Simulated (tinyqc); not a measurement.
Worked calculation: band-to-band tunnelling and avalanche in a reverse-biased abrupt junction. Computed by tinyqc, a small Python program that keeps every step. Command: `OMP_NUM_THREADS=1 python tinyqc.py 3025099 3025100 out.jsonl zener walk`. One thread of a shared host (Intel(R) Xeon(R) Processor @ 2.30GHz), about 0.01 s of CPU time with the checks. Intermediate numbers are printed to about 7 digits and carried at full precision; extremes and crossings named in words are read from the listed rows.

Direct Kane tunnelling in the local field (for indirect gaps the mass is an effective fit) and one ionisation coefficient for both carriers. N is the doping of the light side, or N_A N_D/(N_A + N_D) for the symmetric junction; the built-in voltage is taken as E_g/e.

Inputs (values chosen for the exercise, modelled on In0.53Ga0.47As): band gap at 300 K, E_g = 0.759 eV; gap narrowing with temperature, -dE_g/dT = 0.36 meV/K; reduced tunnelling mass m_r = 0.022 m_0; permittivity eps = 13.9; ionisation prefactor a = 4.7e+06 1/cm; ionisation field at 300 K, b = 1.53e+06 V/cm; relative rise of b with temperature = 4.6 1e-4/K; effective doping N = 1.2e+18 1/cm^3; reverse bias V_R = 2.1 V; current density that defines tunnel breakdown, J_0 = 10 A/cm^2; temperature T = 350 K.

Junction: one-sided.

Constants: eps_0 = 8.8541878128e-12 F/m; e = 1.602176634e-19 C; m_0 = 9.1093837015e-31 kg; hbar = 1.054571817e-34 J s.

## Junction at the given bias

E_g(T) = E_g - (T - 300 K)(-dE_g/dT); b(T) = b [1 + (rise)(T - 300 K)]; w = sqrt(2 eps eps_0 (V_R + E_g/e)/(e N)); F_m = 2 (V_R + E_g/e)/w; the field falls linearly from F_m to 0 across w.

E_g(T) = 0.741 eV

depletion width w = 60.30962 nm

peak field F_m = 0.9421383 MV/cm

shortest tunnelling distance E_g/(e F_m) = 7.865087 nm

## Kane coefficients and peak generation rate

Kane: G(F) = A F^2 exp(-B/F), A = e^2 sqrt(m_r)/(18 pi hbar^2 sqrt(E_g)), B = pi sqrt(m_r) E_g^(3/2)/(2 e hbar), SI units; J = e int G dx x V_R/(V_R + E_g/e), the last factor making J vanish at zero bias; int G dx = (w/F_m) int_0^F_m G dF by 64 Gauss-Legendre points.

A = 1.677018e+20 1/(cm s V^2)

B = 5.383715 MV/cm

B/F_m = 5.714357

G(F_m) = 4.909679e+29 1/(cm^3 s)

## Tunnel current and multiplication

Avalanche: I = (w/F_m) int_0^F_m a exp(-b/F) dF by 64 Gauss-Legendre points, M = 1/(1 - I), breakdown at I = 1.

tunnel current density = 37514.04 A/cm^2

ionisation integral I = 1.665033

The estimate e G(F_m) w (F_m/B) V_R/(V_R + E_g/e), which keeps only the region near the peak, gives 61400 A/cm^2. Caution: the bias lies beyond avalanche breakdown (I > 1), so the junction cannot hold it.

## Which breakdown comes first?

V_Z solves J = J_0 and V_A solves I = 1; the lower one is the breakdown voltage; temperature coefficients by a central difference of +/- 10 K.

tunnel breakdown V_Z = 0.1410939 V

avalanche breakdown V_A = 1.359852 V

breakdown voltage = 0.1410939 V

dV_Z/dT = -0.4183328 mV/K

dV_A/dT = 1.714290 mV/K

Tunnelling comes first, at 0.2 E_g/e. V_Z falls on heating because the gap shrinks, and V_A rises because carriers lose more energy to phonons. Caution: V_A is below about 5 E_g/e, where the local law understates it, since it ignores the distance a carrier needs to reach the ionisation energy.

## Against the doping

The formulas are those given above.

Breakdown:
```
N (1/cm^3)       V_Z (V)   V_A (V)  F_m at breakdown (MV/cm)       first
2.40e+16    2.094337e+01  19.07229                 0.3518620   avalanche
6.00e+16    8.908309e+00  10.10068                 0.3882506  tunnelling
1.40e+17    3.870941e+00   5.68930                 0.4100099  tunnelling
3.60e+17    1.337060e+00   3.03085                 0.4413354  tunnelling
7.20e+17    4.714431e-01   1.91247                 0.4767441  tunnelling
1.20e+18    1.410939e-01   1.35985                 0.5249724  tunnelling
2.40e+18    8.219630e-03   0.85305                 0.6842245  tunnelling
```

The mechanism changes between 2.40e16 and 6.00e16 per cm^3. Across the table V_Z + E_g/e scales as N^-0.73 and V_A as N^-0.67: tunnelling needs a nearly fixed field, while avalanche in a thinner layer needs a higher one. Rows with V_Z below E_g/e understate it, since the local Kane formula overestimates the current there. Rows with V_A below about 5 E_g/e understate it, since the local law ignores the distance a carrier needs to reach the ionisation energy.

Checks made by the program: field integral against adaptive quadrature in x (relative difference below 1e-10).
